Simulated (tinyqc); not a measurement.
Inside a calculation. Method: CIS and TDHF on RHF in the 6-311g basis, for H2, spin multiplicity 1. One step of it, computed by the program tinyqc.

Task: TDHF (RPA) triplet states. B(ia,jb) = - (ib|ja); the squared energies are the eigenvalues of (A - B)(A + B); 1 hartree = 27.211386 eV.

CIS matrix A, triplet (hartree), lower triangle:
```
          1>2        1>3        1>4       1>5       1>6
1>2  0.235917
1>3  0.000000   0.492341
1>4  0.139047   0.000000   0.596953
1>5  0.030340   0.000000  -0.118088  2.454557
1>6  0.000000  -0.080686   0.000000  0.000000  2.589108
```

Two-electron integrals over orbitals (pq|rs), unique and non-zero (hartree):
```
(11|11) 0.546444    (21|21) 0.083512    (22|11) 0.377409    (22|22) 0.325774
(31|11) -0.115066   (31|22) -0.045257   (31|31) 0.053281    (32|21) 0.007031
(32|32) 0.027025    (33|11) 0.351835    (33|22) 0.284750    (33|31) -0.040151
(33|33) 0.280655    (41|21) -0.076882   (41|32) 0.015522    (41|41) 0.090290
(42|11) -0.139047   (42|22) -0.066815   (42|31) 0.051255    (42|33) -0.053902
(42|42) 0.068749    (43|21) 0.058700    (43|32) 0.010372    (43|41) -0.051521
(43|43) 0.048343    (44|11) 0.436489    (44|22) 0.337359    (44|31) -0.078021
(44|33) 0.302281    (44|42) -0.098764   (44|44) 0.377952    (51|21) -0.028251
(51|32) 0.021392    (51|41) 0.049569    (51|43) -0.027196   (51|51) 0.068092
(52|11) -0.030340   (52|22) 0.001888    (52|31) 0.025662    (52|33) -0.007666
(52|42) 0.016627    (52|44) -0.023082   (52|52) 0.033039    (53|21) 0.035692
(53|32) -0.011530   (53|41) -0.046065   (53|43) 0.024957    (53|51) -0.039445
(53|53) 0.030977    (54|11) 0.118088    (54|22) 0.046089    (54|31) -0.055024
(54|33) 0.046239    (54|42) -0.055442   (54|44) 0.085267    (54|52) -0.042851
(54|54) 0.079897    (55|11) 0.570622    (55|22) 0.394523    (55|31) -0.134838
(55|33) 0.357143    (55|42) -0.160411   (55|44) 0.471048    (55|52) -0.067019
(55|54) 0.176138    (55|55) 0.692562    (61|11) -0.052075   (61|22) -0.021483
(61|31) 0.034345    (61|33) -0.016824   (61|42) 0.033188    (61|44) -0.050334
(61|52) 0.039640    (61|54) -0.062655   (61|55) -0.121146   (61|61) 0.066539
(62|21) -0.018552   (62|32) 0.010412    (62|41) 0.029443    (62|43) -0.018811
(62|51) 0.040413    (62|53) -0.022353   (62|62) 0.026213    (63|11) 0.080686
(63|22) 0.041231    (63|31) -0.033011   (63|33) 0.031065    (63|42) -0.038420
(63|44) 0.062420    (63|52) -0.021131   (63|54) 0.046841    (63|55) 0.118876
(63|61) -0.037628   (63|63) 0.031764    (64|21) 0.038755    (64|32) -0.021297
(64|41) -0.057631   (64|43) 0.029284    (64|51) -0.061649   (64|53) 0.040880
(64|62) -0.037967   (64|64) 0.063666    (65|21) 0.126479    (65|32) -0.018318
(65|41) -0.143917   (65|43) 0.093939    (65|51) -0.114704   (65|53) 0.090555
(65|62) -0.070810   (65|64) 0.122686    (65|65) 0.299073    (66|11) 0.581669
(66|22) 0.391295    (66|31) -0.137522   (66|33) 0.362031    (66|42) -0.164562
(66|44) 0.473553    (66|52) -0.070253   (66|54) 0.179324    (66|55) 0.694717
(66|61) -0.115978   (66|63) 0.117967    (66|66) 0.708147
```

Give: TDHF matrix B, triplet; squared energies w^2; TDHF energies from the positive w^2.

Result:

TDHF matrix B, triplet (hartree), lower triangle:
```
         1>2      1>3      1>4      1>5      1>6
1>2  -0.0835
1>3   0.0000  -0.0533
1>4   0.0769   0.0000  -0.0903
1>5   0.0283   0.0000  -0.0496  -0.0681
1>6   0.0000  -0.0343   0.0000   0.0000  -0.0665
```

squared energies w^2 (hartree^2): 0.0141  0.2358  0.3989  6.0541  6.7134

TDHF energies from the positive w^2 (eV): 3.2304  13.2148  17.1871  66.9540  70.5055
